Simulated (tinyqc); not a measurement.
Tight binding, honeycomb lattice, step by step. Computed by tinyqc, a small Python program that keeps every step. Settings: t1 = 1.46, t2 = 0, phi = 1.51, delta = 0, points = 5. Command: `OMP_NUM_THREADS=1 python tinyqc.py 28055 28056 out.jsonl` (the two numbers bound the seeds that draw the settings). One thread of a shared host (Intel(R) Xeon(R) Processor @ 2.60GHz), about 0.01 s of CPU time with the checks.

## Bloch Hamiltonian at k

Parameters chosen for this model:
```
parameter     value                        unit
t1         1.460000                 eV, nearest
t2                0       eV, second neighbours
phi        1.510000  rad, phase of t2 (Haldane)
delta             0          eV, +/- on A and B
```

k point k (fractions of the reciprocal vectors): 0.2500  -0.1700

H_AB = -t1 (1 + exp(-i k.a1) + exp(-i k.a2)); H_AA = delta - 2 t2 sum cos(k.b + phi), H_BB = -delta - 2 t2 sum cos(k.b - phi), b = a1, a2 - a1, -a2.

H(k) at k (eV):
```
                 A                B
A           0.0000  -2.1634+0.1806i
B  -2.1634-0.1806i           0.0000
```

## Levels at k

Diagonalise the Hermitian matrix.

eigenvalues (eV): -2.1709  2.1709

weights |c|^2 of the basis functions:
```
   band 1  band 2
A  0.5000  0.5000
B  0.5000  0.5000
```

## Bloch Hamiltonian at K

k point K (fractions of the reciprocal vectors): 0.3333  0.6667

As before.

H(k) at K (eV):
```
        A       B
A  0.0000  0.0000
B  0.0000  0.0000
```

## Levels at K

As before.

eigenvalues (eV): 0.0000  0.0000

## Bands along a path

The same steps at evenly spaced points between the labelled ones.

Bands along the path (eV):
```
k           band 1  band 2
G          -4.3800  4.3800
G-K 0.20   -4.1276  4.1276
G-K 0.40   -3.4139  3.4139
G-K 0.60   -2.3623  2.3623
G-K 0.80   -1.1548  1.1548
K                0       0
K-M 0.20   -0.4939  0.4939
K-M 0.40   -0.9023  0.9023
K-M 0.60   -1.2076  1.2076
K-M 0.80   -1.3962  1.3962
M          -1.4600  1.4600
M-K' 0.20  -1.3962  1.3962
M-K' 0.40  -1.2076  1.2076
M-K' 0.60  -0.9023  0.9023
M-K' 0.80  -0.4939  0.4939
K'               0       0
```

With 1 band(s) filled, the highest filled level on these points lies at K and the lowest empty one at K: the bands touch or overlap, so there is no gap.
